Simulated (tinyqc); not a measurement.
Inside a calculation. Method: plane-wave Kohn-Sham cycle with exchange-only LDA in a layered model solid. Computed by tinyqc, a small Python program that keeps every step. Settings: points = 16, plane-wave index or count = 3, electrons = 4, k points = 1, area = 18.0, mixing = 0.3, iteration cap = 59. Command: `OMP_NUM_THREADS=1 python tinyqc.py 22611 22612 out.jsonl` (the two numbers bound the seeds that draw the settings). One thread of a shared host (Intel(R) Xeon(R) Processor @ 2.60GHz), about 0.02 s of CPU time with the checks. Later iterations appear only in the table of the cycle.

## Iteration 1: potential

A solid whose potential varies along x alone (atomic units):
```
parameter                      value
period a                   11.100000
cross-section of the cell  18.000000
electrons per cell                 4
grid points                       16
plane waves -n..n, n               3
k points                           1
V1 in V1 cos(2 pi x/a)     -0.360000
V2 in V2 cos(4 pi x/a)     -0.220000
```

density at the start, on the grid x_j = j a/N (e/bohr^3): 0.020020  0.020020  0.020020  0.020020  0.020020  0.020020  0.020020  0.020020  0.020020  0.020020  0.020020  0.020020  0.020020  0.020020  0.020020  0.020020

V_H(G) = 4 pi rho(G)/G^2 for G != 0 (uniform background); v_x = -(3 rho/pi)^(1/3); V = V_ext + V_H + v_x; Fourier components f(G_m) = (1/N) sum_j f(x_j) exp(-i G_m x_j).

Potentials on the grid (hartree):
```
x          V_ext     V_H      v_x        V
0.0000   -0.5800  0.0000  -0.2674  -0.8474
0.6937   -0.4882  0.0000  -0.2674  -0.7556
1.3875   -0.2546  0.0000  -0.2674  -0.5219
2.0812    0.0178  0.0000  -0.2674  -0.2496
2.7750    0.2200  0.0000  -0.2674  -0.0474
3.4688    0.2933  0.0000  -0.2674   0.0259
4.1625    0.2546  0.0000  -0.2674  -0.0128
4.8563    0.1770  0.0000  -0.2674  -0.0904
5.5500    0.1400  0.0000  -0.2674  -0.1274
6.2438    0.1770  0.0000  -0.2674  -0.0904
6.9375    0.2546  0.0000  -0.2674  -0.0128
7.6312    0.2933  0.0000  -0.2674   0.0259
8.3250    0.2200  0.0000  -0.2674  -0.0474
9.0188    0.0178  0.0000  -0.2674  -0.2496
9.7125   -0.2546  0.0000  -0.2674  -0.5219
10.4062  -0.4882  0.0000  -0.2674  -0.7556
```

V(G_m), m = 0, 1, 2, ... (hartree): -0.2674  -0.1800  -0.1100  0.0000  0.0000  0.0000  0.0000

## Iteration 1: Hamiltonian at one k

k = 0.0000 2 pi / a

H(m,m') = (k + G_m)^2/2 delta + V(G_m - G_m'), with V(-G) = V(G).

H (hartree):
```
         -3       -2       -1       +0       +1       +2       +3
-3   1.1745  -0.1800  -0.1100   0.0000   0.0000   0.0000   0.0000
-2  -0.1800   0.3734  -0.1800  -0.1100   0.0000   0.0000   0.0000
-1  -0.1100  -0.1800  -0.1072  -0.1800  -0.1100   0.0000   0.0000
+0   0.0000  -0.1100  -0.1800  -0.2674  -0.1800  -0.1100   0.0000
+1   0.0000   0.0000  -0.1100  -0.1800  -0.1072  -0.1800  -0.1100
+2   0.0000   0.0000   0.0000  -0.1100  -0.1800   0.3734  -0.1800
+3   0.0000   0.0000   0.0000   0.0000  -0.1100  -0.1800   1.1745
```

## Iteration 1: levels at that k

Diagonalise the Hermitian matrix.

eigenvalues (hartree): -0.5661  -0.0934  0.0046  0.4069  0.4269  1.2172  1.2179

## Iteration 1: new density

Motion across x is left out: the lowest 2 band(s) hold two electrons at each of the k points (j + 1/2)/nk - 1/2. Residual R = rho(out) - rho(in); rho(new) = rho(in) + 0.3 R. rho(out) = 2/(a A nk) sum |psi|^2 with psi = sum c exp(i G x). Harris energy E = band energy - dV sum rho (V_H/2 + v_x) + (3/4) dV sum rho v_x with rho(in), dV = a A/N, band energy = (2/nk) sum of the filled levels.

rho(out) (e/bohr^3): 0.044024  0.046060  0.042699  0.027960  0.013013  0.005327  0.002353  0.000733  0.000007  0.000733  0.002353  0.005327  0.013013  0.027960  0.042699  0.046060

density after iteration 1 (e/bohr^3): 0.027221  0.027832  0.026824  0.022402  0.017918  0.015612  0.014720  0.014234  0.014016  0.014234  0.014720  0.015612  0.017918  0.022402  0.026824  0.027832

energy per cell = -1.051596 hartree

## Iteration 2: potential

As before.

Potentials on the grid (hartree):
```
x          V_ext      V_H      v_x        V
0.0000   -0.5800   0.3054  -0.2962  -0.5708
0.6937   -0.4882   0.2832  -0.2984  -0.5034
1.3875   -0.2546   0.2146  -0.2948  -0.3347
2.0812    0.0178   0.1068  -0.2776  -0.1530
2.7750    0.2200  -0.0154  -0.2577  -0.0531
3.4688    0.2933  -0.1262  -0.2461  -0.0790
4.1625    0.2546  -0.2110  -0.2413  -0.1977
4.8563    0.1770  -0.2639  -0.2387  -0.3255
5.5500    0.1400  -0.2819  -0.2374  -0.3793
6.2438    0.1770  -0.2639  -0.2387  -0.3255
6.9375    0.2546  -0.2110  -0.2413  -0.1977
7.6312    0.2933  -0.1262  -0.2461  -0.0790
8.3250    0.2200  -0.0154  -0.2577  -0.0531
9.0188    0.0178   0.1068  -0.2776  -0.1530
9.7125   -0.2546   0.2146  -0.2948  -0.3347
10.4062  -0.4882   0.2832  -0.2984  -0.5034
```

V(G_m), m = 0, 1, 2, ... (hartree): -0.2652  -0.0482  -0.1055  0.0002  0.0005  0.0001  0.0000

## Iteration 2: Hamiltonian at one k

k = 0.0000 2 pi / a

As before.

H (hartree):
```
         -3       -2       -1       +0       +1       +2       +3
-3   1.1767  -0.0482  -0.1055   0.0002   0.0005   0.0001   0.0000
-2  -0.0482   0.3757  -0.0482  -0.1055   0.0002   0.0005   0.0001
-1  -0.1055  -0.0482  -0.1050  -0.0482  -0.1055   0.0002   0.0005
+0   0.0002  -0.1055  -0.0482  -0.2652  -0.0482  -0.1055   0.0002
+1   0.0005   0.0002  -0.1055  -0.0482  -0.1050  -0.0482  -0.1055
+2   0.0001   0.0005   0.0002  -0.1055  -0.0482   0.3757  -0.0482
+3   0.0000   0.0001   0.0005   0.0002  -0.1055  -0.0482   1.1767
```

## Iteration 2: levels at that k

As before.

eigenvalues (hartree): -0.3458  -0.1728  -0.0160  0.3798  0.4087  1.1872  1.1885

## Iteration 2: new density

As before.

rho(out) (e/bohr^3): 0.041444  0.033378  0.017744  0.007219  0.004720  0.008523  0.018298  0.030960  0.037192  0.030960  0.018298  0.008523  0.004720  0.007219  0.017744  0.033378

density after iteration 2 (e/bohr^3): 0.031488  0.029496  0.024100  0.017847  0.013959  0.013485  0.015793  0.019252  0.020969  0.019252  0.015793  0.013485  0.013959  0.017847  0.024100  0.029496

energy per cell = -0.879117 hartree

## Convergence

Stop when sqrt(dV sum R^2) is below 1e-8, dV = a A/N.

Course of the cycle:
```
iteration  E (hartree)  norm of the residual
1            -1.051596              2.59e-01
2            -0.879117              1.75e-01
3            -0.811224              1.11e-01
4            -0.786928              6.90e-02
5            -0.779146              4.36e-02
6            -0.799607              2.18e-01
7            -0.872915              1.14e-01
8            -0.806076              6.80e-02
9            -0.784204              4.05e-02
10           -0.777831              2.54e-02
11           -0.794370              2.23e-01
...                ...                   ...
49           -0.783927              3.75e-02
50           -0.777749              2.37e-02
51           -0.794667              2.24e-01
52           -0.871274              1.07e-01
53           -0.805271              6.31e-02
54           -0.783927              3.75e-02
55           -0.777749              2.37e-02
56           -0.794667              2.24e-01
57           -0.871274              1.07e-01
58           -0.805271              6.31e-02
59           -0.783927              3.75e-02
```

Not converged within 59 iterations: the residual wanders without falling. Reruns (cap 100 unless said): mixing 0.1: not converged; mixing 0.5, Kerker q0 1.0: not converged; mixing 0.3, Pulay depth 5: not converged; the original settings with a cap of 400: not converged.
